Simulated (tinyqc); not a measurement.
# Worked calculation: voltage acceleration of oxide breakdown, four models on the same data

Program tinyqc, `OMP_NUM_THREADS=1 python tinyqc.py 2070107 2070108 out.jsonl`; Intel Xeon 2.30GHz, shared host, one thread, about 0.01 s. Printed values are rounded.

Field E = V/tox in MV/cm. Models: ln(t63/1 s) = a - c X with X = E (E model), -1/E (1/E model), ln V (power law, c the exponent n) or sqrt(E).

Inputs (values chosen for the exercise): oxide thickness tox = 4.3 nm; use voltage Vu = 2.6 V; stress temperature Ts = 423 K; use temperature Tu = 378 K; activation energy Ea = 0.49 eV; factor for area and percentile ks = 0.00018.

Constants: q = 1.602176634e-19 C, kB = 1.380649e-23 J/K. Results are converted to the units shown.

Range of the model: All four laws are empirical fits; none is established far below the stress range.

## Fitting the models

```
stress  V (V)  t63 (s)
0        4.54    10540
1        5.28       84
2        5.82    3.724
```

The three stress times were made with the power model, c = 32, and are treated as data. For each model fit ln t63 on X by least squares over the three points.

```
model         c         a  largest misfit in ln t63 (0: below 0.002)
E       2.67831   37.4747                                   0.156791
1/E     379.567  -26.6323                                   0.151426
power   32.0008   57.6778                                   0.000000
sqrt E  18.5329   69.4506                                   0.077866
```

The worst misfit of any model is 0.16 in ln t63, a factor of 1.17 in time, comparable to the scatter of t63 from small samples, so such data hardly tell the models apart.

## Projection to use conditions

Project to Vu, multiply by exp[(Ea q/kB)(1/Tu - 1/Ts)] and by ks; ten years are 3.15576e8 s. The largest voltage for ten years solves the same relation for V.

temperature factor = 4.95456

```
model   lifetime (years)  largest voltage for ten years (V)
E              0.0493281                            1.74719
1/E            1.40456e5                            3.06652
power            16.6280                            2.64164
sqrt E          0.663231                            2.29962
```

The lifetimes span 6.45 decades, from the E model (most cautious) to the 1/E model; the allowed voltage spans 1.75 to 3.07 V. 2 of the four models pass ten years at Vu. Lifetimes beyond a thousand years are formal extrapolations.
